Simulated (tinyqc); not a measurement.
Metal gate on a two-layer dielectric stack with fixed charge and a dipole: two steps of the calculation.

Gate, layer 2, layer 1, p-type semiconductor; x runs from the gate inwards. Charges are counted in units of +q. psi is the band bending at the surface, positive towards inversion. Classical charge, Boltzmann statistics, no interface traps.

Inputs (values chosen for the exercise); band and dielectric values close to those of silicon, layer 1 close to aluminium oxide, layer 2 close to hafnium oxide: temperature T = 350 K; band gap Eg = 1.12 eV; relative permittivity eps_r = 11.6; conduction-band density of states at T Nc = 3.55e19 cm^-3; valence-band density of states at T Nv = 3.35e19 cm^-3; acceptor density Na = 5e16 cm^-3; band bending psi of the working point ps = 0.842 V.

Constants: q = 1.602176634e-19 C, kB = 1.380649e-23 J/K, Vt = kB T/q, eps0 = 8.8541878128e-14 F/cm where lengths are in cm. Results are converted to the units shown.

Problem 1. Threshold voltage. ni = sqrt(Nc Nv) exp(-Eg/(2 Vt)), Eg in volts, pB = Vt ln(Na/ni), Vth = Vfb + 2 pB + sqrt(4 q eps0 eps_r Na pB)/Cox.

Vfb = -0.16065809 V
Cox = 4.5484806 uF/cm^2

Find: ni; pB; depletion charge; Vth.

Solution 1.

ni = 2.9785e11 cm^-3
pB = 0.36286 V
depletion charge = 0.10928 uC/cm^2
Vth = 0.58909 V

Problem 2. Charge in the semiconductor. ni = sqrt(Nc Nv) exp(-Eg/(2 Vt)), Eg in volts. Qs = -sign(psi) sqrt(2 q eps0 eps_r Na Vt [exp(-u) + u - 1 + (ni/Na)^2 (exp(u) - u - 1)]), u = psi/Vt.

Find: Qs.

Solution 2.

Qs = -0.19185 uC/cm^2

The surface is in strong inversion: psi exceeds 2 Vt ln(Na/ni) = 0.726 V.

tinyqc, about 0.01 s, one thread, Intel Xeon 2.30GHz (shared host): `OMP_NUM_THREADS=1 python tinyqc.py 2010034 2010035 out.jsonl`
